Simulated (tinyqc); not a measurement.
What each parameter does: delta-doped layer in the Thomas-Fermi potential.

All donors ionised in the plane z = 0, zero temperature, energies from the Fermi level EF of the Thomas-Fermi model, which lies at the bulk band edge; c = hbar^2/2m0, q = e^2/(4 pi eps0). Layer in a (001) plane: two valleys with m_z = ml, m_d = mt (unprimed) and four with m_z = mt, m_d = sqrt(ml mt) (primed); m3 = (ml mt^2)^(1/3), gv = 6. With n = (gv/3 pi^2)(m3 (-V)/c)^(3/2) and V'' = -(4 pi q/eps) n for z > 0, the solution is V = -b/(|z| + z0)^4 with sqrt(b) = 20/K, K = (4 pi q/eps)(gv/3 pi^2)(m3/c)^(3/2), and z0^5 = 4b/(e F0), e F0 = 2 pi q N/eps; 1e13/cm^2 = 1e-3/angstrom^2. Exchange and correlation are left out.

Subbands solve -(c/m_z) psi'' + V psi = E psi on 1280 points of spacing z0/80; up to ten levels for each group, kept if bound with an rms width below 2.5 z0.

Constants: hbar^2/2m0 = 3.80998211 eV angstrom^2; e^2/(4 pi eps0) = 14.39964547 eV angstrom.

Values chosen for the exercise (near those of a delta-doped layer in Si; shifted at random, so the results belong to these values and not to a real crystal):
```
symbol  value  unit         meaning
ml      0.924  m0           longitudinal mass
mt      0.191  m0           transverse mass
eps     12                  dielectric constant
N       1.6    x 1e13/cm^2  donor sheet density
```

z0, depth, lowest level and its rms width.

Results for these values:
```
case  z0 (angstrom)  depth (eV)  lowest (eV)  rms z (angstrom)
base          29.75      0.0897      -0.0335             10.33
```

What happens to each result for mt = 0.162 m0, all else kept?

Answer: z0 rises from 29.75 to 31.78; depth rises from 0.0897 to 0.0958; lowest falls from -0.0335 to -0.0381; rms z falls from 10.33 to 9.95.

The same for each parameter in turn:
```
case                  z0 (angstrom)  depth (eV)  lowest (eV)  rms z (angstrom)
base                          29.75      0.0897      -0.0335             10.33
N = 0.96 x 1e13/cm^2          32.95      0.0596      -0.0207             12.78
eps = 10.8                    27.93      0.0936      -0.0339             10.15
ml = 1.063 m0                 28.93      0.0872      -0.0332              9.75
mt = 0.162 m0                 31.78      0.0958      -0.0381              9.95
```

Run: tinyqc, `OMP_NUM_THREADS=1 python tinyqc.py 1251778 1251779 out.jsonl`; Intel(R) Xeon(R) Processor @ 2.30GHz, one thread, shared host; about 0.2 s of CPU time with all checks.
